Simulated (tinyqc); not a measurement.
Potential step from the flux.

Inverse problem. On one interval J = (q mu Vt/hx) [nb B(d) - na B(-d)], B(d) = d/(exp(d) - 1), d = (psi_b - psi_a)/Vt. Find psi_b - psi_a, and the step at which J would vanish.

Inputs (values chosen for the exercise):
```
symbol,value,unit,meaning
T,300,K,temperature
mu,3840,cm^2/(V s),electron mobility
na,2.1e15,cm^-3,density at the left node
nb,2.7e14,cm^-3,density at the right node
hx,28,nm,node spacing
```

Constants: q = 1.602176634e-19 C, kB = 1.380649e-23 J/K, Vt = kB T/q. Results are converted to the units shown.

J = -51393.776 A/cm^2

Solution. B(d) falls and B(-d) rises with d, so J falls steadily with the step and one value matches. J = 0 needs nb/na = exp(d), the Boltzmann ratio.

psi_b - psi_a = 0.110 V
step for J = 0 = -0.0530 V

Numbers from tinyqc (`OMP_NUM_THREADS=1 python tinyqc.py 2220035 2220036 out.jsonl`; about 0.01 s on one thread of a shared Intel Xeon 2.30GHz).
